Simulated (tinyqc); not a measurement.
Vacuum evaporation: vapour pressure, source flux, thickness distribution, purity and step coverage: one step, computed by the program tinyqc.

Molecular flow, unit sticking of the metal, no re-evaporation. The background gas is taken as water vapour (18.015 g/mol, collision diameter 0.37 nm) at 300 K.

Problem. Vapour pressure and flux. log10(p_v/Pa) = A - B/T; flux from the surface Phi = p_v/sqrt(2 pi m k_B T), m = M u. Mass loss = Phi x area x m; heat of evaporation = ln(10) R B; d ln Phi/dT = ln(10) B/T^2 - 1/(2 T).

Inputs (values chosen for the exercise, modelled on silver, with constants for the liquid):
```
quantity                     value   unit
molar mass M                107.87  g/mol
vapour-pressure constant A   10.75      -
vapour-pressure constant B   13820      K
source temperature T          1210      K
source area                    2.8   cm^2
```

Constants: u = 1.6605390666e-27 kg; k_B = 1.380649e-23 J/K; R = 8.314462618 J/(mol K).

Give: vapour pressure p_v; flux Phi; mass loss; heat of evaporation; change of flux per kelvin.

Solution.

vapour pressure p_v = 0.2131 Pa

flux Phi = 1.554e+17 1/(cm^2 s)

mass loss = 0.2806 g/h

heat of evaporation = 264.6 kJ/mol

change of flux per kelvin = 2.132 %/K

Holding the rate to 1 % needs the temperature to about 0.47 K.
